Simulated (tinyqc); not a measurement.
Polycrystal bounds against single-crystal directions: anisotropic elasticity and sound waves of a cubic crystal. Computed by tinyqc, a small Python program. Command: `OMP_NUM_THREADS=1 python tinyqc.py 3021663 3021664 out.jsonl cubicelastic walk`. One thread of a shared host (Intel(R) Xeon(R) Processor @ 2.30GHz), about 0.01 s of CPU time with the checks.

Voigt order 1..6 = xx, yy, zz, yz, xz, xy, with engineering shear strains. The rotated frame has x' as named, z' along the wafer normal and y' = z' x x'.

Inputs (values chosen for the exercise, modelled on gold): C11 = 193.8 GPa; C12 = 162.4 GPa; C44 = 41.41 GPa.

Frame: (110) wafer, x' along [1-11].

Method. S11 = (C11 + C12)/D, S12 = -C12/D, D = (C11 - C12)(C11 + 2 C12), S44 = 1/C44. Zener ratio A = 2 C44/(C11 - C12); S0 = S11 - S12 - S44/2; H = 2 C44 + C12 - C11. B = (C11 + 2 C12)/3; Voigt G = (C11 - C12 + 3 C44)/5; Reuss G = 5/(4 (S11 - S12) + 3 S44); Hill is their mean; E = 9BG/(3B + G), nu = (3B - 2G)/(6B + 2G). Along <hkl>, with g = 0, 1/4, 1/3: 1/E = S11 - 2 S0 g; for a film with that normal C33 = C11 + 2 H g and M = [6B - (3B - C33) - (3B - C33)^2/C33]/2.

S11 = 21.8742 1/TPa

S12 = -9.97296 1/TPa

S44 = 24.1488 1/TPa

S0 = 19.7728 1/TPa

H = 51.42 GPa

Zener ratio A = 2.63758

bulk modulus B = 172.87 GPa

Averages:
```
average  G (GPa)  E (GPa)       nu
Voigt     31.126   88.091  0.41507
Reuss     25.021   71.607  0.43096
Hill      28.073   79.895  0.42297
```

Directions:
```
direction  E (GPa)  biaxial modulus M (GPa)
<100>        45.72                    84.02
<110>        83.42                   165.29
<111>       115.04                   188.31
```

The bounds on G differ by 24 %, while E varies by a factor 2.52 with direction; with A above 1 the stiffest axis is <111>. Under a fixed mismatch strain, grains with a <100> normal store the least energy.

Extremes, crossings and ranges named in words are read from the listed rows.
